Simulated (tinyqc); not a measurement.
Grain growth, pinning, strength and diffusional creep of a polycrystal or thin film: one step, computed by the program tinyqc. Command: `OMP_NUM_THREADS=1 python tinyqc.py 3005733 3005734 out.jsonl grain walk`. One thread of a shared host (Intel(R) Xeon(R) Processor @ 2.30GHz), about 0.01 s of CPU time with the checks.

One mean grain size d describes the structure.

Problem. Grain size after the anneal. dd/dt = 2 M gamma (1/d - 1/d_lim) integrates to 2 M gamma t = d_lim (d0 - d) + d_lim^2 ln[(d_lim - d0)/(d_lim - d)]; without pinning d^2 = d0^2 + 4 M gamma t.

Inputs (values chosen for the exercise, modelled on nickel):
```
quantity,value,unit
boundary energy gamma,0.85,J/m^2
anneal temperature T,718,K
anneal time t,25,s
initial grain size d0,28,nm
```

mobility M = 4.255129e-17 m^4/(J s)

limit d_lim = 436.3636 nm

Give: size without pinning; grain size d.

Solution.

size without pinning = 66.339 nm

grain size d = 63.259 nm

Pinning holds d to 95 % of the free value.
